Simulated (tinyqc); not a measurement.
Worked calculation: configuration-coordinate model of carrier capture at a defect. Values are carried at full precision from step to step, so a last printed digit may differ when a step is redone from the rounded ones.

Two parabolas of equal curvature k in one coordinate Q: with the carrier free at the band edge, U_f = k Q^2/2; with the carrier trapped, U_t = k (Q - dQ)^2/2 - ET. ER = k dQ^2/2, Huang-Rhys factor S = ER/hw, hw = 0.0646541 sqrt(k/M) eV for k in eV/angstrom^2 and M in u. The curves cross at a height Eb = (ER - ET)^2/(4 ER) above the free minimum.

Constants: kB = 8.617333262e-05 eV/K.

Values chosen for the exercise (of the size met at a DX centre in AlGaAs; shifted at random, so the results belong to these values and not to a real crystal):
- ET = 0.19 eV (thermal depth of the level below the band edge)
- ER = 0.73 eV (relaxation energy)
- hw = 0.013 eV (phonon energy of the mode)
- M = 28 u (mass of the mode)
- T = 400 K (temperature)
- nu = 1e+11 1/s (attempt rate)

## The two parabolas

Form S, k, dQ, the crossing point Qc = (ER - ET)/(k dQ), Eb, and the emission barrier Eb + ET.

S = 56.154
k = 1.1320 eV/angstrom^2
dQ = 1.1357 angstrom
Qc = 0.4200 angstrom

barriers (eV): capture 0.0999, emission 0.2899

ER > ET: the crossing lies between the two minima (large relaxation); at Q = 0 the trapped level lies above the band edge.

## Optical transitions

Vertical ionisation from the trapped minimum costs ET + ER; vertical capture from the free minimum releases ET - ER (none if negative); the band has a standard deviation sqrt(S hw^2 coth(hw/2kT)) with S = ER/hw, and a full width 2.35482 times that.

energies (eV): ionisation peak 0.920, zero-phonon 0.190, emission peak -0.540

coth(hw/2kT) = 5.3657
standard deviation = 0.2257 eV
full width = 0.5314 eV

Vertical capture would need energy: there is no luminescence peak (at most a tail of the broadened line), and a carrier freed by light must cross the barrier Eb to return, here only 0.100 eV. The optical peak exceeds the thermal depth by a factor 4.84.

## The multiphonon factor

Multiphonon factor for giving p = ET/hw phonons to the lattice: W = exp(-S (2 nb + 1)) ((nb + 1)/nb)^(p/2) I_p(x), nb = 1/(exp(hw/kT) - 1), x = 2 S sqrt(nb (nb + 1)), I_p the modified Bessel function. Classical limit: W = hw exp(-Eb/kT)/sqrt(4 pi ER kT). At T = 0: exp(-S) S^p/Gamma(p + 1).

Form p, nb, x and ln W, the classical ln W, and the capture time 1/(nu W).

p, nb, x: 14.6154  2.1828  296.0248

ln W: quantum -6.648, classical -6.664

capture time = 7.71e-09 s

The quantum factor is 1.02 times the classical one at kT/hw = 2.65: the two agree.

## Emission by detailed balance

For equal degeneracies and one band-edge state, emission time = capture time x exp(ET/kT).

ET/kT = 5.512
log10 of the emission time in s = -5.72

## Checks

- Ln W for the nearest whole p against the double Poisson sum over emitted and absorbed phonons: both -6.59466.

Run: tinyqc, `OMP_NUM_THREADS=1 python tinyqc.py 1482625 1482626 out.jsonl`; Intel(R) Xeon(R) Processor @ 2.30GHz, one thread, shared host; about 0.01 s of CPU time with all checks.
